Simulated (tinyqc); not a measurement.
## Zener tunnelling in a reverse-biased junction, two-band WKB: effect of temperature

Abrupt p-n junction, depletion approximation. Energies E are counted from the conduction-band edge of the neutral n side; its Fermi level lies at dn, that of the p side at dn - V, and the valence-band edge of the neutral p side at Em = dn + dp - V. Tunnelling needs 0 < E < Em. Two-band dispersion with equal masses m: inside the gap kappa = sqrt(m u (1 - u/Eg)/C), u the distance from a band edge, C = hbar^2/(2 m0).

Nc and Nv are given at 350 K and scale as (T/350 K)^1.5; Eg, m and eps_r are held. Nd = Nc F12(dn/Vt), Na = Nv F12(dp/Vt), F12(x) = (2/sqrt(pi)) int_0^infinity sqrt(u)/(1 + exp(u - x)) du; dn = EF - Ec on the n side, dp = Ev - EF on the p side (negative outside the bands); Vbi = Eg + dn + dp. W = sqrt(2 eps0 eps_r (Vbi - V)(1/Na + 1/Nd)/q), mean field F = (Vbi - V)/W, peak field 2 F. In a uniform field F the exponent is S = pi sqrt(m/C) Eg^1.5/(4 F). Transverse energy Et = C kt^2/m raises it to S (1 + 4 Et/Eg), so T = exp(-S) exp(-Et/Eb) with Eb = Eg/(4 S). KJ = (2 q^2/h) m/(4 pi C) (times 1e14 for A/cm^2 per eV^2). J = KJ exp(-S) Eb times the integral from 0 to Em of [f(E - dn) - f(E - dn + V)] [1 - exp(-min(E, Em - E)/Eb)] dE, f(x) = 1/(1 + exp(x/Vt)), with S and Eb from the mean field; J > 0 flows from p to n.

Values chosen for this exercise; band and dielectric values close to those of germanium:
- Eg = 0.671 eV (band gap)
- eps_r = 16.3 (relative permittivity)
- Nc = 1.3e19 cm^-3 (conduction-band density of states at 350 K)
- Nv = 7.54e18 cm^-3 (valence-band density of states at 350 K)
- m = 0.044 m0 (band-edge mass of the two-band model)
- Na = 1.4e19 cm^-3 (acceptor density)
- Nd = 7e17 cm^-3 (donor density)
- V = -1.4 V (bias of the p side)

Constants: q = 1.602176634e-19 C, kB = 1.380649e-23 J/K, hbar = 1.054571817e-34 J s, h = 6.62607015e-34 J s, m0 = 9.1093837015e-31 kg, Vt = kB T/q, eps0 = 8.8541878128e-14 F/cm where lengths are in cm, hbar^2/(2 m0) = 0.0380998212 eV nm^2. Results are converted to the units shown.

Effect of temperature:

| T (K) | Vbi (V) | mean field (MV/cm) | S | J (A/cm^2) |
|---|---|---|---|---|
| 50 | 0.7273 | 0.2806 | 16.53 | -0.6619 |
| 100 | 0.7170 | 0.2799 | 16.57 | -0.6300 |
| 150 | 0.7029 | 0.2790 | 16.63 | -0.5883 |
| 200 | 0.6858 | 0.2778 | 16.70 | -0.5411 |
| 300 | 0.6448 | 0.2751 | 16.87 | -0.4406 |
| 400 | 0.5965 | 0.2718 | 17.07 | -0.3431 |

Vbi falls from 0.727 to 0.596 V, S rises from 16.5 to 17.1, and |J| falls from 0.662 to 0.343 A/cm^2, a spread of a factor 1.93. That is small against a thermally activated current. The shrinking of the gap with temperature, left out here, would raise J.

Range of the model: The two-band model describes a direct gap; phonon-assisted tunnelling across an indirect gap is left out. Parabolic densities of states, no band tails and no gap narrowing, all of which matter at such doping.

Program tinyqc, `OMP_NUM_THREADS=1 python tinyqc.py 2620082 2620083 out.jsonl`; Intel Xeon 2.30GHz, shared host, one thread, about 0.01 s.
